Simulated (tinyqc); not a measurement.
Photoionisation line shapes: hydrogenic impurity: series, fields, screening, photoionisation and donor-acceptor pairs. Computed by tinyqc, a small Python program. Command: `OMP_NUM_THREADS=1 python tinyqc.py 3026794 3026795 out.jsonl hydrogenic walk`. One thread of a shared host (Intel(R) Xeon(R) Processor @ 2.30GHz), about 0.01 s of CPU time with the checks.

One isotropic, parabolic band. Effective units: Ry* and a*, in which H = -nabla^2 - 2/r.

Inputs (values chosen for the exercise, modelled on ZnO): electron mass m = 0.27 m_0; dielectric constant eps = 8.43; depth of a short-range centre E_i = 688 meV.

Parts treated: magnetic field and photoionisation.

Constants: Ry = 13.605693123 eV; a_0 = 0.529177210903 angstrom; h x 1 THz = 4.135667696 meV.

Method. Ry* = Ry m/eps^2, a* = a_0 eps/m; level n is bound by Ry*/n^2; <r> = (3/2) a* in 1s; lines 1s -> np at Ry* (1 - 1/n^2); 1 THz = 4.135667696 meV. With x = h nu/E above threshold, normalised to their maxima: hydrogenic 1s: x^-4 exp(4 - 4 atan(k)/k)/(1 - exp(-2 pi/k)), k = sqrt(x - 1), which is 1 at threshold; delta-function centre (Lucovsky): 8 (x - 1)^(3/2)/x^3, which is 1 at x = 2. Energies use E = Ry* and E = E_i; band-to-band absorption, which hides both above the gap, is left out.

Ry* = 51.6927 meV

Relative cross-sections:
```
x     h nu, hydrogenic (meV)  hydrogenic  h nu, short-range centre (meV)  Lucovsky
1.05                   54.28  8.7772e-01                           722.4    0.0773
1.20                   62.03  6.1222e-01                           825.6    0.4141
1.50                   77.54  3.3174e-01                          1032.0    0.8381
2                     103.39  1.4774e-01                          1376.0    1.0000
2.50                  129.23  7.7836e-02                          1720.0    0.9406
3.50                  180.92  2.9036e-02                          2408.0    0.7376
5                     258.46  9.9730e-03                          3440.0    0.5120
8                     413.54  2.3612e-03                          5504.0    0.2894
```

The Coulomb tail makes the hydrogenic cross-section largest at threshold, 51.69 meV; the short-range (neutral) centre starts from zero and peaks at twice its depth, 1376.0 meV.

Extremes, crossings and ranges named in words are read from the listed rows.
